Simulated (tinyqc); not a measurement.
Short-period [001] superlattice in sp3s* tight binding: one step. Levels of the small cell. Five cases, with inputs chosen for the exercise.

Task: Diagonalise (s, pz, s* block of a cell with n = 1, m = 1; px and py are apart). The lowest 4 levels are filled. Give the share of the cation weight of the lowest empty level that lies on the A cations, c1.

Case 1.

H (eV), rows sa1, za1, *a1, sc1, zc1, *c1, sa2, za2, *a2, sc2, zc2, *c2 and columns alike:
```
[[-8.16644, 0, 0, -3.22800, 2.24550, 0, 0, 0, 0, -3.32800, -2.55750, 0],
 [0, 0.78156, 0, -2.88800, 0.97800, -2.40150, 0, 0, 0, 2.74200, 0.93750, 2.49100],
 [0, 0, 7.80306, 0, 2.41400, 0, 0, 0, 0, 0, -2.25650, 0],
 [-3.22800, -2.88800, 0, -2.66018, 0, 0, -3.22800, 2.88800, 0, 0, 0, 0],
 [2.24550, 0.97800, 2.41400, 0, 3.66882, 0, -2.24550, 0.97800, -2.41400, 0, 0, 0],
 [0, -2.40150, 0, 0, 0, 6.75982, 0, 2.40150, 0, 0, 0, 0],
 [0, 0, 0, -3.22800, -2.24550, 0, -8.16644, 0, 0, -3.32800, 2.55750, 0],
 [0, 0, 0, 2.88800, 0.97800, 2.40150, 0, 0.78156, 0, -2.74200, 0.93750, -2.49100],
 [0, 0, 0, 0, -2.41400, 0, 0, 0, 7.80306, 0, 2.25650, 0],
 [-3.32800, 2.74200, 0, 0, 0, 0, -3.32800, -2.74200, 0, -1.62171, 0, 0],
 [-2.55750, 0.93750, -2.25650, 0, 0, 0, 2.55750, 0.93750, 2.25650, 0, 3.12629, 0],
 [0, 2.49100, 0, 0, 0, 0, 0, -2.49100, 0, 0, 0, 6.26529]]
```

Case 2.

H (eV), rows sa1, za1, *a1, sc1, zc1, *c1, sa2, za2, *a2, sc2, zc2, *c2 and columns alike:
```
[[-9.05712, 0, 0, -2.79950, 1.51500, 0, 0, 0, 0, -3.21650, -2.23350, 0],
 [0, 0.86238, 0, -2.71350, 0.92200, -1.95800, 0, 0, 0, 2.89450, 0.97650, 2.40900],
 [0, 0, 7.88138, 0, 1.69000, 0, 0, 0, 0, 0, -2.42450, 0],
 [-2.79950, -2.71350, 0, -2.72213, 0, 0, -2.79950, 2.71350, 0, 0, 0, 0],
 [1.51500, 0.92200, 1.69000, 0, 3.72487, 0, -1.51500, 0.92200, -1.69000, 0, 0, 0],
 [0, -1.95800, 0, 0, 0, 6.75787, 0, 1.95800, 0, 0, 0, 0],
 [0, 0, 0, -2.79950, -1.51500, 0, -9.05712, 0, 0, -3.21650, 2.23350, 0],
 [0, 0, 0, 2.71350, 0.92200, 1.95800, 0, 0.86238, 0, -2.89450, 0.97650, -2.40900],
 [0, 0, 0, 0, -1.69000, 0, 0, 0, 7.88138, 0, 2.42450, 0],
 [-3.21650, 2.89450, 0, 0, 0, 0, -3.21650, -2.89450, 0, -2.89012, 0, 0],
 [-2.23350, 0.97650, -2.42450, 0, 0, 0, 2.23350, 0.97650, 2.42450, 0, 3.43088, 0],
 [0, 2.40900, 0, 0, 0, 0, 0, -2.40900, 0, 0, 0, 6.49188]]
```

Case 3.

H (eV), rows sa1, za1, *a1, sc1, zc1, *c1, sa2, za2, *a2, sc2, zc2, *c2 and columns alike:
```
[[-9.08286, 0, 0, -2.81100, 1.52150, 0, 0, 0, 0, -3.22900, -2.24650, 0],
 [0, 0.83464, 0, -2.72550, 0.92200, -1.95100, 0, 0, 0, 2.89550, 0.97450, 2.40350],
 [0, 0, 7.85964, 0, 1.68400, 0, 0, 0, 0, 0, -2.41550, 0],
 [-2.81100, -2.72550, 0, -2.72275, 0, 0, -2.81100, 2.72550, 0, 0, 0, 0],
 [1.52150, 0.92200, 1.68400, 0, 3.71925, 0, -1.52150, 0.92200, -1.68400, 0, 0, 0],
 [0, -1.95100, 0, 0, 0, 6.74825, 0, 1.95100, 0, 0, 0, 0],
 [0, 0, 0, -2.81100, -1.52150, 0, -9.08286, 0, 0, -3.22900, 2.24650, 0],
 [0, 0, 0, 2.72550, 0.92200, 1.95100, 0, 0.83464, 0, -2.89550, 0.97450, -2.40350],
 [0, 0, 0, 0, -1.68400, 0, 0, 0, 7.85964, 0, 2.41550, 0],
 [-3.22900, 2.89550, 0, 0, 0, 0, -3.22900, -2.89550, 0, -2.93797, 0, 0],
 [-2.24650, 0.97450, -2.41550, 0, 0, 0, 2.24650, 0.97450, 2.41550, 0, 3.39003, 0],
 [0, 2.40350, 0, 0, 0, 0, 0, -2.40350, 0, 0, 0, 6.46203]]
```

Case 4.

H (eV), rows sa1, za1, *a1, sc1, zc1, *c1, sa2, za2, *a2, sc2, zc2, *c2 and columns alike:
```
[[-8.20507, 0, 0, -3.22200, 2.24650, 0, 0, 0, 0, -3.32600, -2.55350, 0],
 [0, 0.74693, 0, -2.89050, 0.97600, -2.40400, 0, 0, 0, 2.75350, 0.94000, 2.49350],
 [0, 0, 7.76593, 0, 2.42400, 0, 0, 0, 0, 0, -2.26050, 0],
 [-3.22200, -2.89050, 0, -2.65692, 0, 0, -3.22200, 2.89050, 0, 0, 0, 0],
 [2.24650, 0.97600, 2.42400, 0, 3.67408, 0, -2.24650, 0.97600, -2.42400, 0, 0, 0],
 [0, -2.40400, 0, 0, 0, 6.72308, 0, 2.40400, 0, 0, 0, 0],
 [0, 0, 0, -3.22200, -2.24650, 0, -8.20507, 0, 0, -3.32600, 2.55350, 0],
 [0, 0, 0, 2.89050, 0.97600, 2.40400, 0, 0.74693, 0, -2.75350, 0.94000, -2.49350],
 [0, 0, 0, 0, -2.42400, 0, 0, 0, 7.76593, 0, 2.26050, 0],
 [-3.32600, 2.75350, 0, 0, 0, 0, -3.32600, -2.75350, 0, -1.69023, 0, 0],
 [-2.55350, 0.94000, -2.26050, 0, 0, 0, 2.55350, 0.94000, 2.26050, 0, 3.05177, 0],
 [0, 2.49350, 0, 0, 0, 0, 0, -2.49350, 0, 0, 0, 6.18577]]
```

Case 5.

H (eV), rows sa1, za1, *a1, sc1, zc1, *c1, sa2, za2, *a2, sc2, zc2, *c2 and columns alike:
```
[[-8.19933, 0, 0, -3.22300, 2.23500, 0, 0, 0, 0, -3.32300, -2.54950, 0],
 [0, 0.74367, 0, -2.88450, 0.97900, -2.39850, 0, 0, 0, 2.75500, 0.94000, 2.49950],
 [0, 0, 7.77717, 0, 2.41800, 0, 0, 0, 0, 0, -2.26150, 0],
 [-3.22300, -2.88450, 0, -2.65084, 0, 0, -3.22300, 2.88450, 0, 0, 0, 0],
 [2.23500, 0.97900, 2.41800, 0, 3.67516, 0, -2.23500, 0.97900, -2.41800, 0, 0, 0],
 [0, -2.39850, 0, 0, 0, 6.73316, 0, 2.39850, 0, 0, 0, 0],
 [0, 0, 0, -3.22300, -2.23500, 0, -8.19933, 0, 0, -3.32300, 2.54950, 0],
 [0, 0, 0, 2.88450, 0.97900, 2.39850, 0, 0.74367, 0, -2.75500, 0.94000, -2.49950],
 [0, 0, 0, 0, -2.41800, 0, 0, 0, 7.77717, 0, 2.26150, 0],
 [-3.32300, 2.75500, 0, 0, 0, 0, -3.32300, -2.75500, 0, -1.70381, 0, 0],
 [-2.54950, 0.94000, -2.26150, 0, 0, 0, 2.54950, 0.94000, 2.26150, 0, 3.05119, 0],
 [0, 2.49950, 0, 0, 0, 0, 0, -2.49950, 0, 0, 0, 6.17619]]
```

Give: levels; share on A cations.

Result:

Case 1.

levels (eV): [-12.377, -10.063, -7.227, -0.228, 1.909, 1.951, 2.449, 4.410, 6.516, 7.803, 10.088, 11.145]

share on A cations = 0.818

The lowest empty level is number 5, at 1.909 eV.

Case 2.

levels (eV): [-12.738, -10.201, -7.360, -0.123, 0.827, 1.970, 2.393, 4.564, 6.650, 7.881, 9.671, 10.632]

share on A cations = 0.580

The lowest empty level is number 5, at 0.827 eV.

Case 3.

levels (eV): [-12.786, -10.237, -7.394, -0.148, 0.827, 1.966, 2.382, 4.543, 6.632, 7.860, 9.640, 10.597]

share on A cations = 0.573

The lowest empty level is number 5, at 0.827 eV.

Case 4.

levels (eV): [-12.405, -10.101, -7.275, -0.263, 1.880, 1.901, 2.397, 4.375, 6.458, 7.766, 10.049, 11.123]

share on A cations = 0.814

The lowest empty level is number 5, at 1.880 eV.

Case 5.

levels (eV): [-12.400, -10.086, -7.274, -0.268, 1.878, 1.902, 2.388, 4.377, 6.460, 7.777, 10.047, 11.122]

share on A cations = 0.814

The lowest empty level is number 5, at 1.878 eV.

Computed by tinyqc, one run a case: `OMP_NUM_THREADS=1 python tinyqc.py N N+1 out.jsonl` with N = 1451467, 1451837, 1451927, 1452277, 1452473; one thread of a shared Intel(R) Xeon(R) Processor @ 2.30GHz, about 0.5 s a run at most.
